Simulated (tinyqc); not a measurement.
Small-signal admittance of a forward-biased p+-n diode: two steps of the calculation.

Holes injected into a neutral base of width wb with an ohmic contact at its end; low injection, p0 far above the equilibrium density. A small voltage v exp(i w t), w = 2 pi f, modulates the edge density by p0 v/Vt, and the small-signal density obeys Dp d2p/dx2 = (1/tau + i w) p.

Values chosen for this exercise; permittivity close to that of 4H silicon carbide: temperature T = 350 K; relative permittivity eps_r = 9.7; donor density of the base Nd = 1.8e16 cm^-3; hole diffusion coefficient Dp = 3 cm^2/s; hole lifetime tau = 8e-7 s; width of the neutral base wb = 8.2 um; excess hole density at the junction edge p0 = 4.1e13 cm^-3; acceptor density of the p+ side Na = 3e19 cm^-3; signal frequency f = 2.6e6 Hz.

Constants: q = 1.602176634e-19 C, kB = 1.380649e-23 J/K, Vt = kB T/q, eps0 = 8.8541878128e-14 F/cm where lengths are in cm. Results are converted to the units shown.

Problem 1. Closed-form admittance. L = sqrt(Dp tau); direct current J = (q Dp p0/L) coth(wb/L); k = sqrt(1 + i w tau)/L; diffusion admittance Y = (q Dp p0/Vt) k coth(k wb) = G + i w C_diff; junction capacitance C_j = sqrt(q eps0 eps_r Nd/(2 Vr)) in the depletion approximation, with the remaining barrier Vr = Vt ln(Na/p0), a rough value under forward bias; base-width modulation is left out.

Find: L; J; k wb; Y; C_diff; C_j.

Solution 1.

L = 15.49 um
J = 0.02624 A/cm^2
k wb = 1.406+1.302i
Y = 1.066+0.872i S/cm^2
C_diff = 0.05337 uF/cm^2
C_j = 0.05514 uF/cm^2

G is 1.23 times its low-frequency value J/Vt, and C_diff is 0.968 times C_j.

Problem 2. The same by finite differences. 6 equal intervals, h = wb/6; u = small-signal density over its edge value, u_0 = 1, u_6 = 0; u_(i-1) + b u_i + u_(i+1) = 0 with b = -2 - h^2 (1/tau + i w)/Dp; Y = (q Dp p0/(Vt h)) (-b/2 - u_1), which includes the half box at the edge.

Give: b; u; Y on the mesh.

Solution 2.

b = -2.0078-0.1017i
u, node 1 to 5: [0.78248-0.13471i, 0.58476-0.19089i, 0.41100-0.18908i, 0.25966-0.14694i, 0.12530-0.07953i]
Y on the mesh = 1.0585+0.8872i S/cm^2

Numbers from tinyqc (`OMP_NUM_THREADS=1 python tinyqc.py 2890168 2890169 out.jsonl`; about 0.01 s on one thread of a shared Intel Xeon 2.30GHz).
